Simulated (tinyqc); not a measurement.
Self-consistent Fermi level with native defects, at growth and after a quench: one step, computed by the program tinyqc.

Energies are counted from the top of the valence band (VBM); when the gap shrinks with temperature the conduction band moves and the levels stay. D and A draw on one reservoir with opposite signs, as the two vacancies of a compound do.

Question. Formation energies at E_F = 0. E_f(D, 0) = input + s and E_f(A, 0) = input - s; E_f(q, E_F = 0) follows from the levels, eps(q/q-1) = E_f(q - 1) - E_f(q) at E_F = 0.

Inputs (values chosen for the exercise, with bands modelled on CdS): E_f of the neutral native donor D = 2.613 eV; E_f of the neutral native acceptor A = 3.381 eV; shift s of the chemical potential = 0.17 eV.

Added shallow dopant: none.

levels of D above the VBM, most positive state first (eV): [0.896, 0.948]

levels of A above the VBM, (0/-1) first (eV): [0.258, 0.274]

Give: E_f(q, E_F = 0).

Answer.

E_f(q, E_F = 0) (eV): D(+2) 0.939, D(+1) 1.835, D(0) 2.783, A(0) 3.211, A(-1) 3.469, A(-2) 3.743
